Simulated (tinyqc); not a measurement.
Slater-Koster d bands of a bcc metal: one step. The Hamiltonian at one k. Three cases, with inputs chosen for the exercise.

Question. Sum over the neighbours.

Slater-Koster d bands. For a bond with direction cosines (l, m, n) the 5 x 5 block is dds Ps + ddp Pp + ddd (1 - Ps - Pp), the projectors on sigma, pi and delta states about the bond; for instance <xy|xy> = 3 l^2 m^2 dds + (l^2 + m^2 - 4 l^2 m^2) ddp + (n^2 + l^2 m^2) ddd, <xy|yz> = 3 l m^2 n dds + l n (1 - 4 m^2) ddp + l n (m^2 - 1) ddd and <3z2-r2|3z2-r2> = (n^2 - (l^2 + m^2)/2)^2 dds + 3 n^2 (l^2 + m^2) ddp + (3/4)(l^2 + m^2)^2 ddd. H(k) sums the blocks times cos(k.R) over the neighbours; the d level is the zero of energy; k in 2 pi/a.

Neighbours: eight at (a/2)(1,1,1) and equivalents, and six at a(1,0,0) and equivalents with the integrals times f2.

Give: H(k).

Case 1.

Values chosen (of the size met in Mo; not measured data): dds = -1.203 eV (dd sigma); ddp = 0.553 eV (dd pi); ddd = -0.096 eV (dd delta); f2 = 0.487 (factor on all three integrals for second neighbours); k = (0.27, 0.01, 0) 2 pi/a (wave vector).

Answer.

H(k) (eV):
```
             xy       yz       zx    x2-y2   3z2-r2
xy      -1.3197        0        0        0   0.0471
yz            0  -0.6083   0.0831        0        0
zx            0   0.0831  -1.3184        0        0
x2-y2         0        0        0   0.8994  -0.5245
3z2-r2   0.0471        0        0  -0.5245   0.2917
```

Case 2.

Values chosen (of the size met in W; not measured data): dds = -1.559 eV (dd sigma); ddp = 0.842 eV (dd pi); ddd = -0.125 eV (dd delta); f2 = 0.487 (factor on all three integrals for second neighbours); k = (0.51, 0.47, 0) 2 pi/a (wave vector).

Answer.

H(k) (eV):
```
             xy      yz      zx    x2-y2   3z2-r2
xy      -1.7366       0       0        0   2.9629
yz            0  0.1452  4.6605        0        0
zx            0  4.6605  0.1304        0        0
x2-y2         0       0       0   2.1815  -0.0095
3z2-r2   2.9629       0       0  -0.0095  -0.5982
```

Case 3.

Values chosen (of the size met in Ta; not measured data): dds = -1.463 eV (dd sigma); ddp = 0.717 eV (dd pi); ddd = -0.219 eV (dd delta); f2 = 0.487 (factor on all three integrals for second neighbours); k = (0.08, 0.03, 0.28) 2 pi/a (wave vector).

Answer.

H(k) (eV):
```
             xy       yz       zx    x2-y2   3z2-r2
xy      -0.7552   0.7916   0.2914        0   0.0430
yz       0.7916  -1.7249   0.0619   0.1753  -0.1012
zx       0.2914   0.0619  -1.8215  -0.4762  -0.2749
x2-y2         0   0.1753  -0.4762  -0.0540  -0.0556
3z2-r2   0.0430  -0.1012  -0.2749  -0.0556   1.2991
```

Computed by tinyqc, one run a case: `OMP_NUM_THREADS=1 python tinyqc.py N N+1 out.jsonl` with N = 1452075, 1452498, 1452572; one thread of a shared Intel(R) Xeon(R) Processor @ 2.30GHz, about 0.03 s a run at most.
